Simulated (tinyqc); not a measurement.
# Polytypes and stacking faults of a tetrahedral semiconductor in an axial Ising model with couplings up to third neighbours, step by step

A worked calculation. Computed by tinyqc, a small Python program that keeps every step. Command: `OMP_NUM_THREADS=1 python tinyqc.py 3003874 3003875 out.jsonl polytype walk`. One thread of a shared host (Intel(R) Xeon(R) Processor @ 2.30GHz), about 0.01 s of CPU time with the checks. Intermediate numbers are printed to about 5 digits and carried at full precision; extremes and crossings named in words are read from the listed rows.

Each double layer has s = +1 or -1 for the sense of its stacking step; E per pair of atoms = E0 - sum_n J_n <s_i s_(i+n)>, n = 1, 2, 3. Hexagonality h = (1 - <s_i s_(i+1)>)/2.

Inputs (values chosen for the exercise, for a model crystal):
```
quantity,value,unit
J1,-5.9,meV/pair
J2,-0.253,meV/pair
J3,0.11,meV/pair
basal lattice constant a,3.19,angstrom
shear modulus G,115,GPa
Poisson ratio nu,0.26,-
gap of 3C,3.3,eV
gap of 4H,3.4,eV
binding energy of the fault level E_b,0.1,eV
in-plane mass m,0.36,m0
effective density of states N_c at 300 K,2.6e+19,1/cm^3
electron density n,8.4e+18,1/cm^3
temperature T,600,K
```

Host polytype: 2H.

Constants: 1 eV/angstrom^2 = 16.02176634 J/m^2; m_0 = 9.1093837015e-31 kg; hbar = 1.054571817e-34 J s; k_B = 1.380649e-23 J/K; k_B = 8.617333262e-05 eV/K.

## Energies of the polytypes

correlations of the repeat units 3C (+), 2H (+-), 4H (++--), 6H (+++---), 15R (+++--), 8H (++++----), 21R (++++---), 9R (++-):
```
,n = 1,n = 2,n = 3
3C,1.0000,1.0000,1.0000
2H,-1.0000,1.0000,-1.0000
4H,0.0000,-1.0000,0.0000
6H,0.3333,-0.3333,-1.0000
15R,0.2000,-0.6000,-0.6000
8H,0.5000,0.0000,-0.5000
21R,0.4286,-0.1429,-0.7143
9R,-0.3333,-0.3333,1.0000
```

E - E(3C) = sum_n J_n (1 - C_n), C_n = <s_i s_(i+n)>. The gap is taken linear in h between 3C (h = 0) and 4H (h = 1/2), a rough rule, with a dash beyond.

Polytypes:
```
polytype,h,E - E(3C) (meV/pair),gap by the linear rule (eV)
3C,0.0000,0.000,3.3000
2H,1.0000,-11.580,-
4H,0.5000,-6.296,3.4000
6H,0.3333,-4.051,3.3667
15R,0.4000,-4.949,3.3800
8H,0.2500,-3.038,3.3500
21R,0.2857,-3.472,3.3571
9R,0.6667,-8.204,-
```

E(2H) - E(3C) = -11.58 meV/pair

E(4H) - E(3C) = -6.296 meV/pair

E(6H) - E(3C) = -4.0507 meV/pair

The lowest is 2H, 3.376 meV/pair below 9R. J1/|J2| = -23.32: for J3 = 0 and J2 < 0 the ground state is 2H below -2, 4H between -2 and 2, and 3C above 2; at 2 itself all periods with bands of two or more layers are degenerate.

## Back from three energies to J1, J2, J3

With d2, d4, d6 the energies of 2H, 4H, 6H over 3C: d2 = 2 J1 + 2 J3, d4 = J1 + 2 J2 + J3, d6 = (2/3) J1 + (4/3) J2 + 2 J3, so J2 = (d4 - d2/2)/2, J3 = (3/4)(d6 - (2/3) d4), J1 = d2/2 - J3.

J1 recovered = -5.9 meV/pair

J2 recovered = -0.253 meV/pair

J3 recovered = 0.11000 meV/pair

## Stacking-fault energies

fault coefficients k_n:
```
,J1,J2,J3
I1,-2,4,-6
I2,-4,4,-4
E,-6,4,-6
```

Faults in 2H: the sequences I1 (+), I2 (++), E (+++) are put between perfect repeats; k_n = (layers x C_n of the host) - sum_i s_i s_(i+n). gamma = sum k_n J_n/A, A = (sqrt 3/2) a^2; 1 meV/angstrom^2 = 16.02177 mJ/m^2.

gamma (mJ/m^2): I1 18.413, I2 40.265, E 61.318

energy of the glide fault, I2 = 40.265 mJ/m^2

The cheapest is the I1 fault.

## Splitting of a basal screw dislocation

Screw line, bounded by the I2 fault of energy gamma: b = a, partials b_p = a/sqrt 3; d = G b_p^2 (2 - 3 nu)/(8 pi gamma (1 - nu)). One partial is driven off by the shear stress gamma/b_p along its Burgers vector.

splitting width d = 6.3550 nm

stress to open the fault = 218.63 MPa

## Electronic energy gained by the fault

The fault binds electrons in a two-dimensional band E_b below the conduction edge, g2 = m m0/(pi hbar^2) for one valley. With the Fermi level held by the bulk, eta = ln[n/N_c(T)], N_c(T) = N_c (T/300)^1.5, the grand potential falls by g2 (k_B T)^2 F1(x), x = eta + E_b/(k_B T), F1(x) = integral from 0 to infinity of ln(1 + exp(x - t)) dt; sheet density g2 k_B T ln(1 + e^x). Band bending by the trapped charge is left out, so the gain is an upper bound. Net fault energy = gamma of the I2 fault less the electronic gain.

x = -0.23550

sheet density = 4.5277e+12 1/cm^2

electronic gain = 0.43320 mJ/m^2

net fault energy = 39.832 mJ/m^2

The gain offsets 1.1 % of the fault energy.

## Gain against electron density

The formulas are those given above.

At T:
```
n (1/cm^3),x,sheet density (1/cm^2),gain (mJ/m^2),gain/gamma,gain/gamma at T + 200 K
1.00e+14,-11.574,7.3142e+07,6.0590e-06,1.5048e-07,1.0714e-07
1.00e+15,-9.271,7.3139e+08,6.0589e-05,1.5047e-06,1.0714e-06
1.00e+16,-6.969,7.3108e+09,6.0576e-04,1.5044e-05,1.0713e-05
1.00e+17,-4.666,7.2800e+10,6.0448e-03,1.5012e-04,1.0704e-04
1.00e+18,-2.364,6.9904e+11,5.9222e-02,1.4708e-03,1.0615e-03
5.00e+18,-0.754,2.9974e+12,2.7325e-01,6.7863e-03,5.1238e-03
2.00e+19,0.632,8.2285e+12,8.8295e-01,2.1928e-02,1.8353e-02
```

For x well below 0 the gain is k_B T times the sheet density and linear in n; for x well above 0 the well fills and the gain grows only about as x^2. It stays below the fault energy in all rows; 200 K more changes it by a factor 0.71 at 1e16.

Checks made by the program: the recovered constants (relative difference below 1e-10).
